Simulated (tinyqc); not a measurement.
From results back to parameters: Landau levels of a parabolic two-dimensional band.

Problem. Levels of opposite spin first coincide when |gs| muB B_total = hbar wc = 2 muB B_perp/m. The tilt angle of that coincidence was computed from a hidden g factor.

Parameters, chosen for this exercise (out of a larger set: near those of a two-dimensional electron gas in InGaAs; not measured data): m = 0.0414 m0 (mass).

theta = 84.536 degrees

Find: |gs| m; |gs|.

Solution. |gs| m = 2 cos(theta).

|gs| m = 0.1904
|gs| = 4.60

tinyqc: `OMP_NUM_THREADS=1 python tinyqc.py 1251275 1251276 out.jsonl`; about 0.01 s, one thread, shared Intel(R) Xeon(R) Processor @ 2.30GHz.
